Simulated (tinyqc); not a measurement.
Inside a calculation. Model: sheet resistance and Hall data of a diffused or implanted layer. Computed by tinyqc, a small Python program that keeps every step. Command: `OMP_NUM_THREADS=1 python tinyqc.py 3004003 3004004 out.jsonl layer walk`. One thread of a shared host (Intel(R) Xeon(R) Processor @ 2.30GHz), about 0.01 s of CPU time with the checks. Intermediate numbers are printed to about 7 digits and carried at full precision; extremes and crossings named in words are read from the listed rows.

Carriers are taken equal to the net active doping down to the junction (full ionisation, which deep dopants in wide-gap hosts do not reach; no spill-over, no depletion), and the Hall factor is 1.

Inputs (values chosen for the exercise, modelled on silicon in GaN):

| quantity | value | unit |
|---|---|---|
| mu_min | 52.9 | cm^2/(V s) |
| mu_max | 1030 | cm^2/(V s) |
| N_ref | 2e+17 | 1/cm^3 |
| exponent alpha | 1 | - |
| peak concentration N_0 | 3.7e+17 | 1/cm^3 |
| length scale l | 16 | nm |
| background doping N_B (opposite type) | 1.7e+15 | 1/cm^3 |
| probe current I | 2 | mA |
| magnetic field B | 0.3 | T |

Profile: Gaussian at the surface. Activation: complete.

Constants: e = 1.602176634e-19 C.

## Dose and junction depth

N(x) = N_0 exp(-x^2/l^2), dose N_0 l sqrt(pi)/2, junction x_j = l sqrt(ln(N_0/N_B)).

dose = 5.246463e+11 1/cm^2

junction depth x_j = 37.12164 nm

Caution: the layer is not thick against surface and junction depletion widths, which remove carriers that this model counts.

## Profile

Mobility mu = mu_min + (mu_max - mu_min)/(1 + (N_t/N_ref)^alpha), N_t = active doping + N_B; carriers n = active doping - N_B, all dopants active. sigma = e n mu.

Depth, doping, carriers, mobility and conductivity at 2, 10, 20, 35, 50, 65, 80, 90 and 98 % of the layer:

| x (nm) | N (1/cm^3) | n (1/cm^3) | mu (cm^2/(V s)) | sigma (S/cm) |
|---|---|---|---|---|
| 0.74243 | 3.692042e+17 | 3.675042e+17 | 395.199 | 2.326959e+01 |
| 3.71216 | 3.506099e+17 | 3.489099e+17 | 406.723 | 2.273644e+01 |
| 7.42433 | 2.983263e+17 | 2.966263e+17 | 443.719 | 2.108767e+01 |
| 12.99257 | 1.913494e+17 | 1.896494e+17 | 550.089 | 1.671457e+01 |
| 18.56082 | 9.633044e+16 | 9.463044e+16 | 708.605 | 1.074349e+01 |
| 24.12906 | 3.806284e+16 | 3.636284e+16 | 867.955 | 5.056681e+00 |
| 29.69731 | 1.180429e+16 | 1.010429e+16 | 968.198 | 1.567402e+00 |
| 33.40947 | 4.727396e+15 | 3.027396e+15 | 999.577 | 4.848369e-01 |
| 36.37920 | 2.103894e+15 | 4.038944e+14 | 1011.763 | 6.547220e-02 |

The mobility varies by a factor 2.6 across these points and the conductivity by 355.

## Sheet values

Integrals from x_0 (0 unless stated) to x_j by the midpoint rule on 400 even intervals: 1/R_s = e int n mu dx; sheet density n_s = int n dx; Hall sheet density (int n mu dx)^2/int n mu^2 dx; Hall mobility int n mu^2 dx/int n mu dx. Mean conductivity 1/(R_s x_j); mean mobility 1/(e n_s R_s).

sheet resistance R_s = 24071.58 ohm

sheet density n_s = 5.177932e+11 1/cm^2

mean mobility = 500.7588 cm^2/(V s)

Hall sheet density = 4.844516e+11 1/cm^2

Hall mobility = 535.2228 cm^2/(V s)

mean conductivity 1/(R_s x_j) = 11.19098 S/cm

Carriers amount to 98.7 % of the dose. A Hall measurement weights the mobile tail and reports 93.6 % of n_s.

## What the probes read

Collinear four-point probe on a large thin layer: V = I R_s ln(2)/pi. Van der Pauw on a symmetric sample: R = R_s ln(2)/pi as well. Hall voltage V_H = I B/(e x Hall sheet density); tangent of the Hall angle V_H/(I R_s).

four-point voltage = 10622.10 mV

Hall voltage = 773.0196 mV

tangent of the Hall angle = 0.01605668

Caution: the four-point voltage exceeds 1 V, where heating and junction leakage disturb the reading; a real measurement would use a smaller current.

## Shortcuts against the integral

Shortcuts: R_s = 1/(e Q mu) with the dose Q and the mobility at the (active) peak concentration; 1/(e n_s mu) with mu at N_t = n_s/x_j + N_B; 1/(e Q mu_max).

Sheet resistances:

| method | R_s (ohm) | deviation (%) |
|---|---|---|
| integral | 24071.58 | 0.00000 |
| dose, mobility at the peak | 30139.15 | 25.20633 |
| n_s, mobility at the mean concentration | 19265.92 | -19.96407 |
| dose, mu_max | 11550.10 | -52.01770 |

The closest shortcut is «n_s, mobility at the mean concentration» (-20.0 %). The peak mobility is the lowest in the layer, so with full activation it overestimates R_s.

## Stripping the layer step by step

After removing a depth d the integrals start at d. Differences between neighbouring rows give the local conductivity -d(1/R_s)/dx at the middle of the slice (the last slice uses one more step, not listed).

Differential sheet resistance:

| removed d (nm) | R_s (ohm) | slice conductivity (S/cm) | sigma at mid-slice (S/cm) |
|---|---|---|---|
| 0.0 | 24071.6 | 23.10776 | 23.15364 |
| 3.7 | 30309.6 | 22.00990 | 22.05435 |
| 7.4 | 40242.7 | 19.85029 | 19.89119 |
| 11.1 | 57127.8 | 16.72397 | 16.75561 |
| 14.8 | 88364.6 | 12.87039 | 12.88116 |
| 18.5 | 152562.1 | 8.78754 | 8.76744 |
| 22.2 | 302726.2 | 5.16862 | 5.12458 |
| 25.9 | 718946.0 | 2.54573 | 2.49943 |

R_s doubles after removing between 7.40 and 11.1 nm of a layer 37.1 nm deep, so half the current flows above that depth. Where sigma exceeds a tenth of its largest listed value, the slice values agree with it within 2 %.

Checks made by the program: conductance integral against adaptive quadrature (relative difference 7e-08).
